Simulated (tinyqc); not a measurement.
## Mobility and threshold from two currents

Question. In the linear region I = mu Cox (W/L) [(Vgs - VT) Vds - m Vds^2/2], Cox = eps0 eox/tox. Find mu and VT.

Parameters, values chosen for the exercise:
- eox = 3.87 (relative permittivity of the gate insulator)
- tox = 4.7 nm (insulator thickness)
- W = 5 um (gate width)
- L = 5 um (gate length)

Constants: eps0 = 8.8541878128e-14 F/cm where lengths are in cm. Results are converted to the units shown.

I at Vgs = 1.34 and 1.84 V, Vds = 0.05 V (uA): [2.6978725, 6.3431604]
m = 1.2805028

Solution. The slope dI/dVgs is mu Cox (W/L) Vds; the line meets zero current at VT + m Vds/2.

mu = 200 cm^2/(V s)
VT = 0.938 V

tinyqc, about 0.03 s, one thread, Intel Xeon 2.30GHz (shared host): `OMP_NUM_THREADS=1 python tinyqc.py 2360091 2360092 out.jsonl`
